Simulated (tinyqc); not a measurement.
## Doping from resistivity

Problem. A uniform, uncompensated and fully ionised sample has rho = 1/(q N mu), mu = m1 + (m2 (T/300 K)^(-bt) - m1)/(1 + (N/Nr)^am). Find N, mu and the diffusion coefficient mu Vt.

Values chosen for this exercise:

| symbol | value | unit | meaning |
|---|---|---|---|
| T | 300 | K | temperature |
| m1 | 493 | cm^2/(V s) | mobility limit at high doping |
| m2 | 8650 | cm^2/(V s) | mobility limit at low doping, at 300 K |
| Nr | 6.14e16 | cm^-3 | reference doping of the mobility law |
| am | 0.388 |  | exponent of the mobility law |
| bt | 2.1 |  | temperature exponent of m2 |

Constants: q = 1.602176634e-19 C, kB = 1.380649e-23 J/K, Vt = kB T/q. Results are converted to the units shown.

resistivity = 0.0017906346 ohm cm

Solution. With am below 1 the product N mu rises steadily with N, so one doping matches; it is found by iterating N = 1/(q rho mu(N)).

N = 1.500e18 cm^-3
mu = 2324 cm^2/(V s)
diffusion coefficient = 60.07 cm^2/s

Numbers from tinyqc (`OMP_NUM_THREADS=1 python tinyqc.py 2110031 2110032 out.jsonl`; about 0.01 s on one thread of a shared Intel Xeon 2.30GHz).
